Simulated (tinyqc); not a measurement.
Sheet resistance and Hall data of a diffused or implanted layer: one step, computed by the program tinyqc.

Carriers are taken equal to the net active doping down to the junction (full ionisation, which deep dopants in wide-gap hosts do not reach; no spill-over, no depletion), and the Hall factor is 1.

Question. Dose and junction depth. N(x) = N_0 down to x_j = l, dose N_0 l.

Inputs (values chosen for the exercise, modelled on silicon in GaN): peak concentration N_0 = 4e+20 1/cm^3; length scale l = 17 nm.

Profile: box. Activation: limited by solubility.

Give: dose; junction depth x_j.

Answer.

dose = 6.80e+14 1/cm^2

junction depth x_j = 17 nm
